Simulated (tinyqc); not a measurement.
# Doping and flat-band voltage from the body effect

Problem. VT = Vfb + 2 phiF + gamma sqrt(2 phiF + Vsb), phiF = Vt ln(Na/ni), gamma = sqrt(2 q eps0 eps_r Na)/Cox, Cox = eps0 eox/tox. Find Na, gamma and Vfb from two thresholds.

Parameters, values chosen for the exercise; material values close to those of silicon:
```
symbol  value  unit                                      meaning
T         293     K                                  temperature
eps_r    11.5         relative permittivity of the semiconductor
eox      8.92        relative permittivity of the gate insulator
tox       8.9    nm                          insulator thickness
```

Constants: q = 1.602176634e-19 C, kB = 1.380649e-23 J/K, Vt = kB T/q, eps0 = 8.8541878128e-14 F/cm where lengths are in cm. Results are converted to the units shown.

VT at Vsb = 0 and 0.6 V (V): 0.38130121  0.41787687
ni = 7.3733281e9 cm^-3

Answer. The difference of the thresholds, gamma [sqrt(2 phiF + Vsb) - sqrt(2 phiF)], holds no Vfb and rises with Na, so it has one root; Vfb then follows from the first threshold.

Na = 3.800e16 cm^-3
gamma = 0.1255 V^0.5
Vfb = -0.5100 V

Computed by the program tinyqc: `OMP_NUM_THREADS=1 python tinyqc.py 2360055 2360056 out.jsonl`, one thread of a shared Intel Xeon 2.30GHz, about 0.03 s for the whole run.
